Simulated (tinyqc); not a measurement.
Trading HF for NH4F at fixed fluoride: speciation in dilute and buffered hydrofluoric acid, oxide etch rate and bath loading. Computed by tinyqc, a small Python program. Command: `OMP_NUM_THREADS=1 python tinyqc.py 3121403 3121404 out.jsonl hfetch walk`. One thread of a shared host (Intel(R) Xeon(R) Processor @ 2.30GHz), about 0.01 s of CPU time with the checks.

Concentrations stand for activities, NH4+ and Cl- are spectators, and water ionisation is neglected. H, F and HF2 denote the ions H+, F- and HF2-. The base temperature is 298 K.

Inputs (values chosen for the exercise, of the order of those for thermal oxide at room temperature): HF added = 0.13 mol/L; NH4F added = 0 mol/L; K1 = [H][F]/[HF] = 0.000637 mol/L; K2 = [HF2]/([HF][F]) = 3.83 L/mol; K3 = [H2F2]/[HF]^2 = 2.7 L/mol; rate constant of neutral HF k_a = 11 nm L/(min mol); rate constant of HF2 k_b = 58 nm L/(min mol).

Method:
- Fluoride balance: [HF] + [F] + 2 [HF2] + 2 [H2F2] = HF added + NH4F added. Acid balance: [H] + [HF] + [HF2] + 2 [H2F2] = HF added + HCl added. For a trial [H], [HF] = [H][F]/K1, and the fluoride balance is a quadratic in [F].
- Rate = k_a ([HF] + 2 [H2F2]) + k_b [HF2], an empirical two-term form.
- Total fluoride is held at HF + NH4F added, without HCl; x is the share added as HF.

Against x:
```
x         pH  [F] (mol/L)  [HF] (mol/L)  [HF2] (mol/L)  rate (nm/min)
0.05  4.6419      0.12150      0.004351      0.0020245         0.1664
0.15  4.0985      0.10527      0.013172      0.0053109         0.4632
0.30  3.6895      0.08278      0.026563      0.0084221         0.8226
0.40  3.4843      0.06895      0.035495      0.0093739         1.0090
0.50  3.2970      0.05599      0.044358      0.0095125         1.1565
0.60  3.1128      0.04385      0.053091      0.0089172         1.2686
0.75  2.8123      0.02719      0.065760      0.0068485         1.3774
0.90  2.4209      0.01296      0.077195      0.0038322         1.4254
1.00  2.0794      0.00633      0.082718      0.0020040         1.4326
```

[HF2] is largest at x = 0.5 and the rate at x = 1 among these rows; HF2 needs both HF and F.

Extremes, crossings and ranges named in words are read from the listed rows.
